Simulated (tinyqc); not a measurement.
CCSD on RHF in the 6-311g basis, for H2, spin multiplicity 1, step by step. One step of it, computed by the program tinyqc.

Problem. CCSD: starting amplitudes. t_ij^ab = <ij||ab> / (e_i + e_j - e_a - e_b), whose energy is MP2.

orbital energies (hartree): MO1 -0.570970, MO2 0.155019, MO3 0.313038, MO4 0.614673, MO5 2.522660, MO6 2.648594

Two-electron integrals over orbitals (pq|rs), unique and non-zero (hartree):
```
(11|11) 0.621493    (21|21) 0.053564    (22|11) 0.353917    (22|22) 0.302622
(31|11) -0.129646   (31|22) -0.028699   (31|31) 0.054690    (32|21) 0.021099
(32|32) 0.036571    (33|11) 0.362000    (33|22) 0.275594    (33|31) -0.036928
(33|33) 0.281813    (41|21) -0.067163   (41|32) -0.003688   (41|41) 0.103845
(42|11) -0.137768   (42|22) -0.048747   (42|31) 0.041906    (42|33) -0.047473
(42|42) 0.057152    (43|21) 0.035634    (43|32) 0.017458    (43|41) -0.044472
(43|43) 0.030441    (44|11) 0.489554    (44|22) 0.329422    (44|31) -0.082231
(44|33) 0.312463    (44|42) -0.103430   (44|44) 0.425965    (51|11) -0.085142
(51|22) -0.012285   (51|31) 0.047518    (51|33) -0.022397   (51|42) 0.027259
(51|44) -0.057035   (51|51) 0.082626    (52|21) -0.002507   (52|32) 0.003541
(52|41) 0.009579    (52|43) -0.008765   (52|52) 0.012518    (53|11) 0.104988
(53|22) 0.032836    (53|31) -0.038758   (53|33) 0.035105    (53|42) -0.035316
(53|44) 0.071962    (53|51) -0.043238   (53|53) 0.035710    (54|21) 0.010429
(54|32) -0.018804   (54|41) -0.033993   (54|43) 0.012430    (54|52) -0.019748
(54|54) 0.045178    (55|11) 0.624093    (55|22) 0.348042    (55|31) -0.136028
(55|33) 0.360472    (55|42) -0.139207   (55|44) 0.492065    (55|51) -0.124236
(55|53) 0.122195    (55|55) 0.677352    (61|21) -0.028898   (61|32) 0.015846
(61|41) 0.063240    (61|43) -0.030073   (61|52) 0.027962    (61|54) -0.059458
(61|61) 0.089531    (62|11) -0.026560   (62|22) 0.010111    (62|31) 0.021878
(62|33) -0.001964   (62|42) 0.005380    (62|44) -0.012116   (62|51) 0.035660
(62|53) -0.015690   (62|55) -0.045120   (62|62) 0.022785    (63|21) 0.030659
(63|32) -0.002211   (63|41) -0.050908   (63|43) 0.021679    (63|52) -0.010249
(63|54) 0.029163    (63|61) -0.047028   (63|63) 0.032623    (64|11) 0.141789
(64|22) 0.028399    (64|31) -0.060823   (64|33) 0.044222    (64|42) -0.046270
(64|44) 0.092431    (64|51) -0.075804   (64|53) 0.050918    (64|55) 0.174988
(64|62) -0.036330   (64|64) 0.089073    (65|21) 0.089968    (65|32) 0.005392
(65|41) -0.141031   (65|43) 0.068680    (65|52) -0.033676   (65|54) 0.080687
(65|61) -0.132421   (65|63) 0.088667    (65|65) 0.262037    (66|11) 0.656128
(66|22) 0.364755    (66|31) -0.152365   (66|33) 0.368553    (66|42) -0.153429
(66|44) 0.524319    (66|51) -0.158720   (66|53) 0.140325    (66|55) 0.724121
(66|62) -0.054761   (66|64) 0.202203    (66|66) 0.794548
```

Give: Starting amplitudes; correlation energy.

Solution.

Starting amplitudes (spin orbitals 1a, 1b, ...; amplitudes related by a flip of all spins are not repeated):

| from | to | t |
|---|---|---|
| 1a 1b | 4a 4b | -0.044 |
| 1a 1b | 2a 2b | -0.037 |
| 1a 1b | 2a 4b | 0.035 |
| 1a 1b | 3a 3b | -0.031 |
| 1a 1b | 4a 6b | -0.014 |
| 1a 1b | 6a 6b | -0.014 |
| 1a 1b | 5a 5b | -0.013 |
| 1a 1b | 3a 5b | -0.012 |
| 1a 1b | 2a 6b | 0.007 |

correlation energy = -0.01866 hartree
